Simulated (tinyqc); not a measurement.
# Electron continuity equation in a given potential, Scharfetter-Gummel discretisation: current and errors against the applied potential

Steady state in one dimension: J = q mu n E + q D dn/dx with E = -dpsi/dx and D = mu Vt, dJ/dx = q (n/tau - G), fixed densities nL and nR at the ends. The potential is given, psi = 0 for x < L/2 and U (2 x/L - 1) beyond, and is not changed by the electrons.

8 equal intervals. Fluxes J_i = (q D/h)(n_(i+1) P_i - n_i Q_i), d_i = (psi_(i+1) - psi_i)/Vt: Scharfetter-Gummel P = B(d), Q = B(-d), B(d) = d/(exp(d) - 1); central P = 1 - d/2, Q = 1 + d/2; upwind P = 1 + max(-d, 0), Q = 1 + max(d, 0). Balance at each inner node: J_i - J_(i-1) = q h (n_i/tau - G). The reference is Scharfetter-Gummel on 4000 intervals or more. Errors are those of J on the first interval against the reference at its midpoint; errors under 1e-6 % are printed as 0.

Values chosen for this exercise; mobility close to that of gallium arsenide at room temperature: temperature T = 300 K; electron mobility mu = 7840 cm^2/(V s); length of the region L = 10 um; density at x = 0 nL = 1.2e14 cm^-3; density at x = L nR = 1.9e15 cm^-3; lifetime tau = 5.9e-10 s; uniform generation rate G = 0 cm^-3 s^-1.

Constants: q = 1.602176634e-19 C, kB = 1.380649e-23 J/K, Vt = kB T/q. Results are converted to the units shown.

Current and errors against the applied potential:
columns A: U (V); B: largest |d|; C: reference J (A/cm^2); D: SG error (%); E: central error (%); F: upwind error (%); G: most negative central n (cm^-3), 0 if none
```
A            B       C        D       E        F         G
0.01   0.09670   6.012     4.09    3.86     18.5         0
0.041   0.3965  -3.328    -3.22    1.97    -77.9         0
0.1     0.9670  -9.117  -0.0199    3.16    -25.0         0
0.21     2.031  -10.32    0.210   0.356    -6.83  -6.25e12
0.31     2.998  -10.45    0.232  -0.828    -2.36  -3.57e14
0.45     4.352  -10.54    0.246   -13.1   -0.617  -6.80e14
0.62     5.996  -10.59    0.256   -46.1  -0.0523  -9.33e14
0.93     8.994  -10.64    0.265    -127    0.188  -1.21e15
```

The reference current falls from 6.01 to -10.6 A/cm^2. The largest errors in size are 4.1 % (Scharfetter-Gummel), 130 % (central) and 78 % (upwind). Central differences give negative densities for U = 0.21, 0.31, 0.45, 0.62, 0.93 V; these rows have |d| above 2, which makes negative values possible though not certain.

Range of the model: The drift velocity mu E exceeds 1e7 cm/s somewhere, where real mobilities no longer stay constant.

tinyqc, about 0.01 s, one thread, Intel Xeon 2.30GHz (shared host): `OMP_NUM_THREADS=1 python tinyqc.py 2220024 2220025 out.jsonl`
